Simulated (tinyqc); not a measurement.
Inside a calculation. Model: floating body of a partially depleted SOI transistor: body voltage and kink.

Program tinyqc, `OMP_NUM_THREADS=1 python tinyqc.py 2182255 2182256 out.jsonl`; Intel Xeon 2.30GHz, shared host, one thread, about 0.2 s. Printed values are rounded.

Source at 0 V. Channel current Ic = 2 nf K Vt^2 [F(0) - F(Vd)](1 + la Vd), F(V) = ln^2(1 + exp((Vg - VT - nf V)/(2 nf Vt))), VT = VT0 - gb Vb. Saturation voltage Vs = 2 Vt sqrt(F(0)) + 3 Vt, excess Ve = (Vd - Vs + sqrt((Vd - Vs)^2 + 0.0004 V^2))/2, multiplication M1 = Ai Ve exp(-Bl/Ve). Each junction passes D(v) = J1 (exp(v/Vt) - 1) + J2 (exp(v/(2 Vt)) - 1). Bipolar current Ib = bb J1 (exp(Vb/Vt) - 1). The body settles where M1 (Ic + Ib) = D(Vb) + D(Vb - Vd) + Vb/Rb; drain current Id = (1 + M1)(Ic + Ib) - D(Vb - Vd).

Inputs (values chosen for the exercise); values of the order met in partially depleted silicon-on-insulator transistors:
```
symbol    value         unit                                                                                            meaning
T           330            K                                                                                        temperature
VT0        0.34            V                                                                     threshold at zero body voltage
gb         0.24                                                                  fall of the threshold per volt of body voltage
nf         1.37                                                                                                    slope factor
K           400  uA/(V^2 um)                                                                              gain factor per width
la         0.03          1/V                                                                   channel-length modulation factor
Ai         3.38          1/V                                                                        impact-ionisation prefactor
Bl            6            V                                                                          impact-ionisation voltage
J1      6.5e-12        uA/um                                                      diffusion saturation current of each junction
J2       1.7e-8        uA/um                                                  recombination saturation current of each junction
bb          0.5                                                 gain of the lateral bipolar transistor on the diffusion current
Rb          8e5      kohm um  resistance of a weak body tie to the source (1e9 stands for no tie, and the term is then dropped)
Vg          0.4            V                                                                                       gate voltage
Vd          2.3            V                                                                                      drain voltage
```

Constants: q = 1.602176634e-19 C, kB = 1.380649e-23 J/K, Vt = kB T/q. Results are converted to the units shown.

Range of the model: The multiplication law is an empirical form chosen for the exercise; self-heating and capacitive coupling to the body are left out, and the linear laws are rough once Vb passes about 0.7 V or M1 about 0.1.

## Starting value

Vb = 0.87 V.

Vb at the start = 0.87 V

## Iteration 1: new Vb

Current into the body I_in = M1 (Ic + Ib) - D(Vb - Vd), current out I_out = D(Vb) + Vb/Rb; f = ln(I_in/I_out), s = df/dVb by central differences over 1e-5 V, Vb(new) = Vb - f/s.

Ic = 11.4810 uA/um
Ve = 2.01676 V
M1 = 0.347946
I_in = 25.8765 uA/um
I_out = 125.853 uA/um
f = -1.58178
s = -5.48786 1/V
Vb after iteration 1 = 0.581768 V

## Iteration 2: new Vb

As before.

Ic = 6.58495 uA/um
Ve = 2.06480 V
M1 = 0.381767
I_in = 2.51487 uA/um
I_out = 0.00618346 uA/um
f = 6.00810
s = -28.0189 1/V
Vb after iteration 2 = 0.796198 V

## Course of the iteration

Stop when the step is below 1e-10 V, or after 40 iterations.

Course of the iteration:
```
iteration	Vb before the step (V)	step (V)
1	0.87	-0.288
2	0.581768	0.214
3	0.796198	-0.0252
4	0.771023	2.39e-3
5	0.773416	1.61e-5
6	0.773432	7.49e-10
7	0.773432	< 1e-13
```

Converged in 7 iterations.

## Drain current with floating and with grounded body

converged Vb = 0.773432 V

Id and VT at the converged Vb, Id at Vb = 0, their ratio, and the bipolar share Ib/(Ic + Ib).

VT = 0.154376 V
Id, floating = 16.0042 uA/um
Id, grounded = 1.81288 uA/um
ratio = 8.82808
bipolar share = 17.8995 %

The body rises to 0.773 V and lowers the threshold by 186 mV.
